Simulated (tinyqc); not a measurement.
# Zero-field depth and permittivity from two fields

Inverse problem. The apparent depth of a Coulomb trap is Et - sqrt(q F/(pi eps0 eps_r)). Find Et and eps_r.

Constants: q = 1.602176634e-19 C, eps0 = 8.8541878128e-14 F/cm where lengths are in cm. Results are converted to the units shown.

apparent depth at F = 10 and 42 kV/cm (eV): 0.21799951  0.19491241

Solution. The depth is linear in sqrt(F): the intercept is Et and the slope -sqrt(q/(pi eps0 eps_r)).

Et = 0.240 eV
eps_r = 11.9

Computed by the program tinyqc: `OMP_NUM_THREADS=1 python tinyqc.py 2050125 2050126 out.jsonl`, one thread of a shared Intel Xeon 2.30GHz, about 0.01 s for the whole run.
